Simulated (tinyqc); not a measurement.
What each parameter does: heterojunction of two tight-binding chains.

Left chain: hopping -t1, sites at 2 t1 (band bottom 0). Right chain: hopping -t2, sites at dE + 2 t2 (bottom dE). t = c/(m a^2), c = hbar^2/2m0. The bond across the interface is -tc with tc = f sqrt(t1 t2), and the last left site has the extra energy U. In a chain E = bottom + 2t (1 - cos(ka)); the surface Green function of a half chain is g = -exp(ika)/t, with Im k > 0 where cos(ka) > 1.

Constants: hbar^2/2m0 = 3.80998211 eV angstrom^2.

Values chosen for the exercise (masses and offset of the size met at GaAs / AlGaAs; not measured data):
- a = 2.8 angstrom (site spacing)
- m1 = 0.065 m0 (mass on the left)
- m2 = 0.094 m0 (mass on the right)
- dE = 0.26 eV (band offset)
- f = 1 (factor on the interface hopping)
- U = 0 eV (extra energy on the last left site)
- E = 0.28 eV (electron energy)

T = 4 Im(S1) Im(S2) |G|^2 with G = 1/(E - 2 t1 - U - S1 - S2), S1 = -t1 exp(i k1 a), S2 = -(tc^2/t2) exp(i k2 a).

One parameter was then changed.

Results before and after:

| case | T | k1 a | k2 a |
|---|---|---|---|
| base | 0.7347 | 0.1938 | 0.0622 |
| changed | 0.6996 | 0.2124 | 0.0622 |

Which of these changes was made? (a) U = 0.2 eV; (b) f = 0.9; (c) m2 = 0.1128 m0; (d) m1 = 0.078 m0; (e) dE = 0.21 eV; (f) a = 2.24 angstrom.

Answer: (d) m1 = 0.078 m0. Of the candidates, run in turn, only this one gives the changed row.

All candidates:

| case | T | k1 a | k2 a |
|---|---|---|---|
| base | 0.7347 | 0.1938 | 0.0622 |
| m1 = 0.078 m0 | 0.6996 | 0.2124 | 0.0622 |
| m2 = 0.1128 m0 | 0.7688 | 0.1938 | 0.0681 |
| dE = 0.21 eV | 0.9373 | 0.1938 | 0.1164 |
| f = 0.9 | 0.4364 | 0.1938 | 0.0622 |
| U = 0.2 eV | 0.7367 | 0.1938 | 0.0622 |
| a = 2.24 angstrom | 0.7352 | 0.1550 | 0.0498 |

Program tinyqc; command `OMP_NUM_THREADS=1 python tinyqc.py 1482102 1482103 out.jsonl`; about 0.01 s on one thread of a shared Intel(R) Xeon(R) Processor @ 2.30GHz.
